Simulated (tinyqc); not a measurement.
Floating body of a partially depleted SOI transistor: body voltage and kink: one step of the calculation.

Source at 0 V. Channel current Ic = 2 nf K Vt^2 [F(0) - F(Vd)](1 + la Vd), F(V) = ln^2(1 + exp((Vg - VT - nf V)/(2 nf Vt))), VT = VT0 - gb Vb. Saturation voltage Vs = 2 Vt sqrt(F(0)) + 3 Vt, excess Ve = (Vd - Vs + sqrt((Vd - Vs)^2 + 0.0004 V^2))/2, multiplication M1 = Ai Ve exp(-Bl/Ve). Each junction passes D(v) = J1 (exp(v/Vt) - 1) + J2 (exp(v/(2 Vt)) - 1). Bipolar current Ib = bb J1 (exp(Vb/Vt) - 1). The body settles where M1 (Ic + Ib) = D(Vb) + D(Vb - Vd) + Vb/Rb; drain current Id = (1 + M1)(Ic + Ib) - D(Vb - Vd).

Task. Drain current with floating and with grounded body. Id and VT at the converged Vb, Id at Vb = 0, their ratio, and the bipolar share Ib/(Ic + Ib).

Values chosen for this exercise; values of the order met in partially depleted silicon-on-insulator transistors: temperature T = 300 K; threshold at zero body voltage VT0 = 0.5 V; fall of the threshold per volt of body voltage gb = 0.32; slope factor nf = 1.34; gain factor per width K = 540 uA/(V^2 um); channel-length modulation factor la = 0.08 1/V; impact-ionisation prefactor Ai = 3.99 1/V; impact-ionisation voltage Bl = 7 V; diffusion saturation current of each junction J1 = 6.1e-13 uA/um; recombination saturation current of each junction J2 = 3.2e-9 uA/um; gain of the lateral bipolar transistor on the diffusion current bb = 3; resistance of a weak body tie to the source (1e9 stands for no tie, and the term is then dropped) Rb = 1e9 kohm um; gate voltage Vg = 0.87 V; drain voltage Vd = 1.6 V.

Constants: q = 1.602176634e-19 C, kB = 1.380649e-23 J/K, Vt = kB T/q. Results are converted to the units shown.

converged Vb = 0.71070722 V

Wanted: VT; Id, floating; Id, grounded; ratio; bipolar share.

Result.

VT = 0.2726 V
Id, floating = 83.25 uA/um
Id, grounded = 31.73 uA/um
ratio = 2.623
bipolar share = 1.924 %

The body rises to 0.711 V and lowers the threshold by 227 mV.

Range of the model: The multiplication law is an empirical form chosen for the exercise; self-heating and capacitive coupling to the body are left out, and the linear laws are rough once Vb passes about 0.7 V or M1 about 0.1.

Numbers from tinyqc (`OMP_NUM_THREADS=1 python tinyqc.py 2182073 2182074 out.jsonl`; about 0.2 s on one thread of a shared Intel Xeon 2.30GHz).
